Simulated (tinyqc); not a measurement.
Worked calculation: coupled-perturbed Hartree-Fock on RHF in the 3-21g basis, for H3+, spin multiplicity 1. One step of it, computed by the program tinyqc.

Problem. Response to a field: uncoupled start. Field along y; U_ai = -mu_ai / (e_a - e_i), alpha = -4 sum U_ai mu_ai.

orbital energies (hartree): [-1.015347, -0.243055, -0.242801, 0.743662, 0.787179, 0.787460]

dipole integrals <a|y|i> (bohr), order a2, a3, a4, a5, a6:
```
[[0.000000],
 [1.134444],
 [-0.000194],
 [0.000000],
 [0.057780]]
```

Give: uncoupled U; uncoupled polarisability.

Solution.

uncoupled U, order a2, a3, a4, a5, a6:
```
[[0.0000],
 [-1.4684],
 [0.0001],
 [0.0000],
 [-0.0321]]
```

uncoupled polarisability = 6.6709 bohr^3
